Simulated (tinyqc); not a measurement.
# Slope factor and drain-induced lowering from three currents

Question. With source and body at 0 V, I = A exp((Vg + dd Vd)/(nf Vt)) (1 - exp(-Vd/Vt)). Find nf, the swing nf Vt ln 10 and dd.

Parameters, values chosen for the exercise: temperature T = 378 K.

Constants: q = 1.602176634e-19 C, kB = 1.380649e-23 J/K, Vt = kB T/q. Results are converted to the units shown.

currents at (Vg, Vd) = (0, 0.05), (0, 0.9) and (0.09, 0.9) V (nA/um): [0.12950588, 1.4307478, 9.6186220]

Answer. The pair at equal Vd gives nf; the pair at equal Vg, after dividing out the factors 1 - exp(-Vd/Vt), gives dd.

nf = 1.450
swing = 108.8 mV/decade
dd = 0.1200

tinyqc, about 0.04 s, one thread, Intel Xeon 2.30GHz (shared host): `OMP_NUM_THREADS=1 python tinyqc.py 2242162 2242163 out.jsonl`
